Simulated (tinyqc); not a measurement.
# Worked calculation: carrier lifetime of an n-type layer with SRH, radiative, Auger and surface recombination

tinyqc, about 0.01 s, one thread, Intel Xeon 2.30GHz (shared host): `OMP_NUM_THREADS=1 python tinyqc.py 2300131 2300132 out.jsonl` Printed values are rounded.

Uniform excess density dn = dp (no trapping), n = n0 + dn, p = p0 + dn, Boltzmann statistics, full ionisation. Surfaces enter as a rate 2 S dn/d, which holds while diffusion to them is fast.

Parameters, values chosen for the exercise; band and dielectric values close to those of cadmium telluride:

| symbol | value | unit | meaning |
|---|---|---|---|
| T | 300 | K | temperature |
| Eg | 1.52 | eV | band gap |
| Nc | 7.96e17 | cm^-3 | conduction-band density of states at T |
| Nv | 1.83e19 | cm^-3 | valence-band density of states at T |
| B | 2.01e-10 | cm^3/s | radiative coefficient |
| N | 8.1e14 | cm^-3 | donor density |
| Cn | 3.1e-30 | cm^6/s | Auger coefficient (two electrons) |
| Cp | 1.4e-30 | cm^6/s | Auger coefficient (two holes) |
| Nt | 1.4e11 | cm^-3 | trap density |
| sn | 8e-14 | cm^2 | capture cross-section for electrons |
| sp | 3e-14 | cm^2 | capture cross-section for holes |
| vth | 2.2e7 | cm/s | thermal velocity (both carriers) |
| Et | 0.49 | eV | trap level below the conduction band |
| S | 3000 | cm/s | surface recombination velocity (both faces) |
| d | 10 | um | sample thickness |
| G | 8.8e20 | cm^-3 s^-1 | generation rate |

Constants: q = 1.602176634e-19 C, kB = 1.380649e-23 J/K, Vt = kB T/q. Results are converted to the units shown.

Range of the model: S d exceeds 2.5 cm^2/s, comparable with a diffusion coefficient, so 2 S/d overstates the surface loss.

## Equilibrium densities and SRH constants

ni = sqrt(Nc Nv) exp(-Eg/(2 Vt)), Eg in volts; majority density N/2 + sqrt(N^2/4 + ni^2), n0 p0 = ni^2; n1 = Nc exp(-Et/Vt), p1 = Nv exp((Et - Eg)/Vt); tn0 = 1/(sn vth Nt), tp0 = 1/(sp vth Nt).

ni = 6.519946e5 cm^-3
n0 = 8.1e14 cm^-3
p0 = 5.248111e-4 cm^-3
n1 = 4.669554e9 cm^-3
p1 = 91.03589 cm^-3
tn0 = 4.058442e-6 s
tp0 = 1.082251e-5 s

## Starting value

dn = 7e12 cm^-3.

dn at the start = 7e12 cm^-3

## Iteration 1: new dn

With e = n p - ni^2 = dn (n0 + p0 + dn): U_SRH = e/(tp0 (n + n1) + tn0 (p + p1)), U_rad = B e, U_Aug = (Cn n + Cp p) e, U_s = 2 S dn/d. Substitution: tau = dn/U with U the sum, dn(new) = G tau.

U_SRH = 6.447248e17 cm^-3 s^-1
U_rad = 1.149519e18 cm^-3 s^-1
U_Aug = 1.454056e13 cm^-3 s^-1
U_s = 4.2e19 cm^-3 s^-1
tau = 1.598383e-7 s
dn after iteration 1 = 1.406577e14 cm^-3

## Iteration 2: new dn

As before.

U_SRH = 1.231350e19 cm^-3 s^-1
U_rad = 2.687718e19 cm^-3 s^-1
U_Aug = 4.204019e14 cm^-3 s^-1
U_s = 8.439462e20 cm^-3 s^-1
tau = 1.592705e-7 s
dn after iteration 2 = 1.401580e14 cm^-3

## Course of the iteration

Stop when the step is below 1e-10 of the value, or after 40 iterations.

Course of the iteration:
```
iteration  dn before the step (cm^-3)  step (cm^-3)
1                                7e12       1.34e14
2                         1.406577e14      -5.00e11
3                         1.401580e14        1.93e9
4                         1.401600e14       -7.46e6
5                         1.401599e14        2.88e4
6                         1.401599e14          -111
```

Converged in 6 iterations. At the solution d ln U/d ln dn = 1.00, so the logarithmic slope of the map is 1 - 1.00 = 0.00; its size is below 1, so substitution contracts.

## Lifetime, shares and quasi-Fermi splitting

converged dn = 1.401599e14 cm^-3

With e = n p - ni^2 = dn (n0 + p0 + dn): U_SRH = e/(tp0 (n + n1) + tn0 (p + p1)), U_rad = B e, U_Aug = (Cn n + Cp p) e, U_s = 2 S dn/d. tau = dn/U, shares of U, splitting Vt ln(n p/ni^2), radiative efficiency U_rad/U.

tau = 1.592727e-7 s
shares (%): SRH 1.39453, radiative 3.04182, Auger 0.00005, surface 95.56360
quasi-Fermi splitting = 1.041470 V

Surface recombination takes the largest share. dn is 0.17 times the doping: intermediate injection.
